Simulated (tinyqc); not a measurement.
Inside a calculation. Model: one-diode model of a solar cell.

Computed by the program tinyqc: `OMP_NUM_THREADS=1 python tinyqc.py 2280010 2280011 out.jsonl`, one thread of a shared Intel Xeon 2.30GHz, about 0.01 s for the whole run. Printed values are rounded.

J is the current delivered and Vj = V + J Rs the junction voltage. J = X JL - J01 (exp(Vj/(n1 Vt)) - 1) - Vj/Rp. The photocurrent does not depend on voltage.

Values chosen for this exercise; values of the order met in cells of CIGS: temperature T = 273 K; photocurrent at one sun JL = 32 mA/cm^2; concentration X = 10 suns; saturation current of the diode J01 = 3e-12 A/cm^2; ideality factor of the diode n1 = 1.3; series resistance Rs = 0.078 ohm cm^2; shunt resistance Rp = 10000 ohm cm^2; incident power at one sun Pin = 100 mW/cm^2.

Constants: q = 1.602176634e-19 C, kB = 1.380649e-23 J/K, Vt = kB T/q. Results are converted to the units shown.

## Starting value

Vj = n1 Vt ln(X JL/J01), the open-circuit voltage of the J01 term alone.

Vj at the start = 0.776591 V

## Iteration 1: new Vj

Maximum power: dP/dVj = f = J (1 + 2 Rs G) - G Vj = 0. G = -dJ/dVj = J01 exp(Vj/(n1 Vt))/(n1 Vt) + 1/Rp. H = dG/dVj; f' = -2 G - 2 Rs G^2 + (2 Rs J - Vj) H; Vj(new) = Vj - f/f'.

J = -0.0776591 mA/cm^2
G = 10.4635 S/cm^2
H = 342.131 S/(cm^2 V)
f = -8126.03 mA/cm^2
f' = -303.706 S/cm^2
Vj after iteration 1 = 0.749835 V

## Iteration 2: new Vj

As before.

J = 186.512 mA/cm^2
G = 4.36242 S/cm^2
H = 142.639 S/(cm^2 V)
f = -2957.66 mA/cm^2
f' = -114.499 S/cm^2
Vj after iteration 2 = 0.724004 V

## Course of the iteration

Stop when the step is below 1e-10 V, or after 60 iterations.

Course of the iteration:
```
iteration  Vj before the step (V)   step (V)
1                        0.776591    -0.0268
2                        0.749835    -0.0258
3                        0.724004    -0.0220
4                        0.701955    -0.0142
5                        0.687717   -4.87e-3
6                        0.682847   -4.56e-4
7                        0.682391   -3.61e-6
8                        0.682387  -2.24e-10
9                        0.682387          0
```

Converged in 9 iterations.

## Figures of merit

Jsc at V = 0, Voc at J = 0, the maximum power point where J (1 + 2 Rs G) = G Vj with G = -dJ/dVj; FF = Vmp Jmp/(Voc Jsc); efficiency Vmp Jmp/(X Pin). Empirical fill factor without parasitics FF0 = (v - ln(v + 0.72))/(v + 1), v = Voc/(n1 Vt).

Jsc = 319.998 mA/cm^2
Voc = 0.776584 V
Vmp = 0.658579 V
Jmp = 305.229 mA/cm^2
FF = 0.808908
efficiency = 20.1017 %
FF0 = 0.838500

FF is 3.5 % below FF0. Removing one loss at a time changes the efficiency by: series resistance +0.73, shunt +0.00 points.
